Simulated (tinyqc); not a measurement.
Shallow acceptor in the spherical four-band model, step by step. Values are carried at full precision from step to step, so a last printed digit may differ when a step is redone from the rounded ones.

Units Ry* = Ry/(g1 eps^2) and a* = a0 eps g1; mu = (6 g3 + 4 g2)/(5 g1) is the spherical heavy-light coupling and delta = (g3 - g2)/g1 the cubic term, which is left out.

Constants: Ry = 13.60569312 eV; a0 (Bohr radius) = 0.5291772105 angstrom.

Values chosen for the exercise (near those of a shallow acceptor in AlAs; not measured data): g1 = 3.81 (Luttinger gamma1); g2 = 0.81 (gamma2); g3 = 1.42 (gamma3); eps = 10.3 (dielectric constant); al = (0.616, 3.69) 1/a*^2 (exponents a_i, the same for f and g); Dso = 0.274 eV (spin-orbit splitting).

## Units and couplings

Give Ry*, a*, mu, delta and the spherical masses 1/(g1 (1 -/+ mu)).

Ry* = 33.661 meV
a* = 20.77 angstrom
mu = 0.6173
delta = 0.1601

heavy and light mass (m0): [0.6859, 0.1623]

A hydrogen model with the heavy mass would bind by Ry*/(1 - mu) = 88.0 meV and with the light mass by 20.8 meV. delta/mu = 0.26: the cubic term is a modest correction.

## Matrices in a small basis

The ground state 1S3/2 has an L = 0 part f(r) and an L = 2 part g(r). In units of Ry* and a*, with Gaussians f_i = exp(-a_i r^2), g_i = r^2 exp(-a_i r^2), A = a_i + a_j and I(n) = Gamma((n + 1)/2)/(2 A^((n + 1)/2)): S_ff = I(2), S_gg = I(6), H_ff = (6 a_i a_j/A) I(2) - 2 I(1), H_gg = (14 a_i a_j/A) I(6) - 2 I(5), H_fg = -mu [15 I(2) - 20 a_j I(4) + 4 a_j^2 I(6)]; each function is then normalised. The split-off band is left out.

Form S and H.

S, rows f1, f2, g1, g2 and columns alike:
```
[[1.0000, 0.5860, 0, 0],
 [0.5860, 1.0000, 0, 0],
 [0, 0, 1.0000, 0.2873],
 [0, 0, 0.2873, 1.0000]]
```

H (Ry*), rows f1, f2, g1, g2 and columns alike:
```
[[-0.6569, -0.8882, -1.4728, -0.4232],
 [-0.8882, 4.9393, -2.5351, -8.8224],
 [-1.4728, -2.5351, 2.9761, 1.4059],
 [-0.4232, -8.8224, 1.4059, 22.5603]]
```

## Ground state in the small basis

Solve H u = E S u for the lowest level of the acceptor; the first half of the basis is L = 0 and the second L = 2. Give E, E without the f-g block, and the L = 2 weight u_g S_gg u_g with u S u = 1.

E = -1.443 Ry*
E without coupling = -0.698 Ry*
L = 2 weight = 0.156

Without the coupling the exact value is -1, which this basis, tuned to the compact coupled state, misses by 0.302. The coupling to L = 2 takes the level to 1.44 times that exact value.

## Converged result

Converged values use 22 exponents 2.2^i, i = -7 to 14, for f and for g.
Ground and next level of the same symmetry, L = 2 weight and mean radius.

1S3/2 and 2S3/2 (Ry*): [-1.550, -0.442]

binding energies (meV): [52.2, 14.9]

L = 2 weight = 0.171
<r> = 21.3 angstrom

The small basis reaches 93 % of the binding. The ratio 1S/2S is 3.51 (4 for hydrogen). The binding is 0.19 of Dso, so leaving out the split-off band is safe.

## Checks

- Level at mu = 0 against -1 Ry*: both -1.0000.
- Ground level from a second, denser basis, Ry*: both -1.550.

Program tinyqc; command `OMP_NUM_THREADS=1 python tinyqc.py 1281469 1281470 out.jsonl`; about 0.08 s on one thread of a shared Intel(R) Xeon(R) Processor @ 2.30GHz.
